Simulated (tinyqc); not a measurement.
Dopants and charged point defects at anneal temperature: Fermi-level effect, clustering and pairing: one step, computed by the program tinyqc.

Boltzmann statistics and full ionisation of active dopants. Energies are counted from the valence band; the defect (a vacancy or self-interstitial) has five charge states, with all degeneracy factors one.

Problem. Dopant diffusivity. If every charge state of the defect carries the dopant equally well, D = D_i x enhancement x h x (active share A/N, a rough stand-in that overstates the dA/dN which immobile clusters call for), D_i being an input held fixed when T or H_f is moved; diffusion length 2 sqrt(D t).

Inputs (values chosen for the exercise, with bands modelled on germanium):
```
quantity                            value    unit
anneal temperature T                  760       K
total dopant density N            2.1e+18   cm^-3
intrinsic dopant diffusivity D_i  2.9e-17  cm^2/s
anneal time t                          20       s
```

Dopant: acceptor. Second part: clustering of the dopant.

enhancement over intrinsic = 0.8092888

field enhancement h = 1.618406

active density A = 1.182134e+18 cm^-3

Give: effective diffusivity D; D/D_i; diffusion length.

Solution.

effective diffusivity D = 2.138e-17 cm^2/s

D/D_i = 0.7373

diffusion length = 0.4136 nm
